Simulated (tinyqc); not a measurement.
From one set of inputs to another, one input at a time: space-charge-limited current through a thin insulating or semi-insulating film with traps. Computed by tinyqc, a small Python program. Command: `OMP_NUM_THREADS=1 python tinyqc.py 3015545 3015546 out.jsonl sclc ladder`. One thread of a shared host (Intel(R) Xeon(R) Processor @ 2.30GHz), about 0.01 s of CPU time with the checks.

One ohmic injecting contact at x = 0 (field zero), drift only, non-degenerate free carriers.

The inputs printed are set A. Set A is modelled on Si3N4; the values taken over come from a set modelled on an amorphous oxide semiconductor. Inputs not listed in the table keep their values of set A, so the rows need not describe a real material.

Inputs (values chosen for the exercise, modelled on Si3N4):
```
quantity                                            value        unit
permittivity eps                                      7.5           -
band mobility mu                                     0.11  cm^2/(V s)
effective density of states N_c                   1.1e+20      1/cm^3
trap density N_t                                  1.1e+18      1/cm^3
equilibrium Fermi level below the band edge, E_0     0.67          eV
thickness d                                            49          nm
free density at the anode, in units of N_c         0.0002           -
temperature T                                         350           K
trap level E_t below the band edge                   0.49          eV
```

Traps: single level.

Constants: k_B = 8.617333262e-05 eV/K; e = 1.602176634e-19 C; eps_0 = 8.8541878128e-12 F/m.

Method:
- Free density n_0 = N_c exp(-E_0/k_B T) in equilibrium; trapped density n_t(n) = N_t/(1 + n_1/n), n_1 = N_c exp(-E_t/k_B T).
- theta = n/(n + n_t) at the anode density; trap-filled-limit voltage V_TFL = e (N_t - n_t(n_0)) d^2/(2 eps eps_0).
- J = e mu n F and (eps eps_0/e) dF/dx = n - n_0 + n_t(n) - n_t(n_0) = rho(n). With F = J/(e mu n): d = (eps eps_0 J/(e^2 mu)) I_1 and V = (eps eps_0 J^2/(e^3 mu^2)) I_2, I_k = int_(n_L)^infinity dn/(n^(k+1) rho(n)), n_L the density at the anode; with u = n_L/n, 200 Gauss-Legendre points in t, u = 1 - (1 - t)^2.
- Anode field J/(e mu n_L); Mott-Gurney current (9/8) eps eps_0 mu V^2/d^3; ohmic current e n_0 mu V/d.

Each row keeps all changes above it:
```
input moved                                    from       to  current density J (A/cm^2)  voltage V (V)  V_TFL (V)
set A                                             -        -                         546         3.6059     3.1779
free density at the anode, in units of N_c   0.0002  0.00014                         374         3.5015     3.1779
trap level E_t below the band edge (eV)        0.49     0.48                         375         3.5035     3.1802
band mobility mu (cm^2/(V s))                  0.11       12                       40870         3.5035     3.1802
permittivity eps                                7.5       10                       30652         2.6276     2.3852
thickness d (nm)                                 49       62                       38785         4.2068     3.8187
trap density N_t (1/cm^3)                   1.1e+18  2.1e+18                       72208         7.7338     7.2902
temperature T (K)                               350      300                       72322         7.7448     7.2989
```

Where does the difference come from?

Current density J goes from 546 to 72300, a factor 133 in all. The largest single move comes from band mobility mu (a factor 109). Voltage V goes from 3.61 to 7.74, a factor 2.15 in all. The largest single move comes from trap density N_t (a factor 1.84), and permittivity eps works against it (a factor 0.750). V_TFL goes from 3.18 to 7.30, a factor 2.30 in all. The largest single move comes from trap density N_t (a factor 1.91), and permittivity eps works against it (a factor 0.750). The single moves hold for this order of the switches; the total does not depend on the order.

Caution (rows band mobility mu, thickness d, trap density N_t, temperature T): J V exceeds 1e5 W/cm^2, where self-heating, left out here, would matter. Caution (rows trap density N_t, temperature T): mu V/d exceeds 1e7 cm/s, so velocity saturation would limit the current.

Extremes, crossings and ranges named in words are read from the listed rows.
